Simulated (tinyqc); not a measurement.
# Carrier lifetime of an n-type layer with SRH, radiative, Auger and surface recombination: effect of the trap level below the conduction band at dn = 7e16 cm^-3

Uniform excess density dn = dp (no trapping), n = n0 + dn, p = p0 + dn, Boltzmann statistics, full ionisation. Surfaces enter as a rate 2 S dn/d, which holds while diffusion to them is fast.

ni = sqrt(Nc Nv) exp(-Eg/(2 Vt)), Eg in volts; majority density N/2 + sqrt(N^2/4 + ni^2), n0 p0 = ni^2; n1 = Nc exp(-Et/Vt), p1 = Nv exp((Et - Eg)/Vt); tn0 = 1/(sn vth Nt), tp0 = 1/(sp vth Nt). With e = n p - ni^2 = dn (n0 + p0 + dn): U_SRH = e/(tp0 (n + n1) + tn0 (p + p1)), U_rad = B e, U_Aug = (Cn n + Cp p) e, U_s = 2 S dn/d. Each tau is dn over its rate; tau = dn/U with U the sum. Here dn = 7e16 cm^-3.

Values chosen for this exercise; band and dielectric values close to those of silicon:
```
symbol,value,unit,meaning
T,250,K,temperature
Eg,1.12,eV,band gap
Nc,2.14e19,cm^-3,conduction-band density of states at T
Nv,1.99e19,cm^-3,valence-band density of states at T
B,4.63e-15,cm^3/s,radiative coefficient
N,7.9e14,cm^-3,donor density
Cn,3.5e-31,cm^6/s,Auger coefficient (two electrons)
Cp,1.7e-31,cm^6/s,Auger coefficient (two holes)
Nt,6.2e11,cm^-3,trap density
sn,2e-15,cm^2,capture cross-section for electrons
sp,6e-14,cm^2,capture cross-section for holes
vth,1.3e7,cm/s,thermal velocity (both carriers)
S,0,cm/s,surface recombination velocity (both faces)
d,10,um,sample thickness
```

Constants: q = 1.602176634e-19 C, kB = 1.380649e-23 J/K, Vt = kB T/q. Results are converted to the units shown.

The same in every row: tau_rad (s) = 0.003051; tau_Aug (s) = 3.852e-4.

Results:
```
Et (eV),tau_SRH (s),tau (s),radiative share (%),largest path
0.06,1.020e-4,7.856e-5,2.575,SRH
0.18,6.356e-5,5.360e-5,1.757,SRH
0.43,6.341e-5,5.349e-5,1.753,SRH
0.56,6.341e-5,5.349e-5,1.753,SRH
0.69,6.341e-5,5.349e-5,1.753,SRH
0.81,6.342e-5,5.350e-5,1.753,SRH
0.94,6.751e-5,5.638e-5,1.848,SRH
1.06,0.001140,2.631e-4,8.622,Auger
```

Estimate the missing row, Et = 0.31 eV.

Computed row:
```
Et (eV),tau_SRH (s),tau (s),radiative share (%),largest path
0.31,6.341e-5,5.349e-5,1.753,SRH
```

With this row back in the table: SRH recombination leads at Et = 0.06, Auger from 1.06 on. tau_SRH goes from 1.02e-4 through a minimum of 6.34e-5 (at Et = 0.31 to 0.69 among the rows listed) to 0.00114 s and the total lifetime goes from 7.86e-5 through a minimum of 5.35e-5 (at Et = 0.31 to 0.69 among the rows listed) to 2.63e-4 s. tau_SRH is within a factor 1.5 of its lowest value for Et from 0.18 to 0.94 eV; nearer a band edge n1 or p1 outgrows the carrier densities and the trap re-emits what it captured.

Computed by the program tinyqc: `OMP_NUM_THREADS=1 python tinyqc.py 2300137 2300138 out.jsonl`, one thread of a shared Intel Xeon 2.30GHz, about 0.01 s for the whole run.
